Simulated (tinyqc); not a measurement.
Inside a calculation. Model: single-photon avalanche diode, trigger probability and counting.

Program tinyqc, `OMP_NUM_THREADS=1 python tinyqc.py 2630066 2630067 out.jsonl`; Intel Xeon 2.30GHz, shared host, one thread, about 0.01 s. Printed values are rounded.

A multiplication layer of width W with the uniform field V/W; alpha = an exp(-bn/E) for electrons, beta = ap exp(-bp/E) for holes (local model, no dead space). a = alpha W, b = beta W. Electrons enter at x = 0, holes at x = W. P0 is the probability that an electron entering at 0 starts a lasting avalanche, PW the same for a hole entering at W.

Values chosen for this exercise; ionisation coefficients close to those of indium phosphide: electron prefactor an = 1.12e7 1/cm; electron field bn = 3.2 MV/cm; hole prefactor ap = 4.9e6 1/cm; hole field bp = 2.62 MV/cm; width of the multiplication layer W = 0.5 um; excess bias Vx = 1.3 V; probability that a photon makes a pair that enters the layer eta = 0.77; thermal generation rate in the layer Gd = 3800 1/s; dead time td = 20 ns; diode capacitance Cd = 23 fF; quench resistance Rq = 500 kohm; trapping probability per avalanche carrier pa = 7.9e-8; trap release time tt = 9.2 ns; photon rate nph = 4.8e5 1/s.

Constants: q = 1.602176634e-19 C. Results are converted to the units shown.

## Ionisation integrals at and above breakdown

breakdown voltage VB = 24.5786 V

Breakdown: ln(a/b) = a - b with a not equal to b. VB is given; V = VB + Vx.

E at VB = 0.491571 MV/cm
a at VB = 0.833769
b at VB = 1.18698
E at V = 0.517571 MV/cm
a = 1.15629
b = 1.55140

At VB, ln(a/b) = -0.3532 equals a - b.

## Iteration 1: trigger probability by substitution

P0 at the start = 0.9

PW = P0 exp(b - a)/(1 - P0 + P0 exp(b - a)); P0(new) = 1 - (1 - PW)^(a/b).

PW = 0.930366
P0 after iteration 1 = 0.862745

## Iteration 2: trigger probability by substitution

As before.

PW = 0.903208
P0 after iteration 2 = 0.824562

## Course of the iteration: trigger probability by substitution

Stop when P0 changes by less than 1e-9, or after 400 iterations. The rule counts as met only at a root strictly between 0 and 1.

Course of the iteration:
```
iteration        P0  |change|
1          0.862745    0.0373
2          0.824562    0.0382
3          0.787272    0.0373
4          0.752021    0.0353
5          0.719410    0.0326
6          0.689662    0.0297
7          0.662766    0.0269
8          0.638581    0.0242
9          0.616898    0.0217
...             ...       ...
201        0.415133   1.89e-9
202        0.415133   1.74e-9
203        0.415133   1.61e-9
204        0.415133   1.48e-9
205        0.415133   1.36e-9
206        0.415133   1.26e-9
207        0.415133   1.16e-9
208        0.415133   1.07e-9
209        0.415133  9.81e-10
```

Converged in 209 iterations. At the end each change is about 0.92 times the one before: linear convergence.

## Detection, dark counts, afterpulses and dead-time loss

P0 = 0.415133
Pm = 0.463872

Pm is the mean trigger probability of pairs made evenly in the layer. PDP = eta P0; dark counts Gd Pm; avalanche charge Cd Vx/q; afterpulse probability pa (Cd Vx/q) exp(-td/tt) Pm; true rate n = nph PDP + dark counts; measured n/(1 + n td) (non-paralysable) or n exp(-n td) (paralysable); recharge time Rq Cd.

PDP = 0.319652
dark counts = 1762.71 1/s
avalanche charge = 1.86621e5 electrons
afterpulse probability = 0.0777800 %
true rate = 1.55196e5 1/s
measured, non-paralysable = 1.54716e5 1/s
measured, paralysable = 1.54715e5 1/s
recharge time = 11.5 ns

Dead time hides 0.31 % of the events in the first model and 0.31 % in the second.
